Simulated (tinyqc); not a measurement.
# Worked calculation: square on-chip spiral inductor, lumped pi model

tinyqc, about 0.01 s, one thread, Intel Xeon 2.30GHz (shared host): `OMP_NUM_THREADS=1 python tinyqc.py 2302032 2302033 out.jsonl` Printed values are rounded.

Outer diameter do = di + 2 n wd + 2 (n - 1) sp, mean da = (do + di)/2, fill p = (do - di)/(do + di), length l = 4 n da. L = 2.34 mu0 n^2 da/(1 + 2.75 p), mu0 = 4 pi 1e-7 H/m. Rs = rho l/(wd delta (1 - exp(-th/delta))), delta = sqrt(rho/(pi f mu0)). Cs = n wd^2 eps0 eo/hu across the coil. At each end Cox = l wd eps0 eo/(2 ho) leads to the substrate branch Rsi = 2 rs he/(l wd) in parallel with Csi = l wd eps0 11.7/(2 he). With one end grounded Y = 1/(Rs + i w L) + i w Cs + 1/[1/(i w Cox) + 1/(1/Rsi + i w Csi)], w = 2 pi f; Q = -Im Y/Re Y. Eddy currents in neighbouring turns and in the substrate are left out.

Parameters, values chosen for the exercise; values of the order met in silicon radio-frequency processes:
- n = 6.5 (number of turns)
- wd = 6 um (line width)
- sp = 1.5 um (space between turns)
- di = 40 um (inner diameter)
- th = 4 um (metal thickness)
- rho = 2.2 uohm cm (metal resistivity)
- ho = 3.1 um (oxide below the coil)
- hu = 1.4 um (oxide between coil and underpass)
- eo = 4.1 (relative permittivity of the oxide)
- rs = 10 ohm cm (substrate resistivity)
- he = 50 um (effective spreading depth in the substrate)
- f = 2.2 GHz (frequency)

Constants: eps0 = 8.8541878128e-12 F/m. Results are converted to the units shown.

## Geometry and model elements

do, l, L, delta, Rs, Cs, Cox, Rsi and Csi as defined.

do = 134.5 um
l = 2268.500 um
L = 4.354602 nH
delta = 1.591549 um
Rs = 5.686903 ohm
Cs = 6.067648 fF
Cox = 79.69497 fF
Rsi = 734.6999 ohm
Csi = 14.10018 fF

Rs is 2.73 times the direct-current value in this empirical form, which overstates the skin effect of a flat slab when delta is near th and so stands in for some current crowding.

## Admittance, quality factor and apparent inductance

Series branch 1/(Rs + i w L), substrate branch, total Y, Q = -Im Y/Re Y, apparent inductance Im(1/Y)/w, metal-only value w L/Rs, share of the loss in the substrate Re(substrate branch)/Re Y.

series branch = 1.55566-16.46606i mS
substrate branch = 0.4674566+0.6563432i mS
Y = 2.02312-15.72584i mS
Q = 7.773081
apparent inductance = 4.525374 nH
w L/Rs = 10.58462
share of the loss in the substrate = 23.10578 %

Q is 73.4 % of the metal-only value.
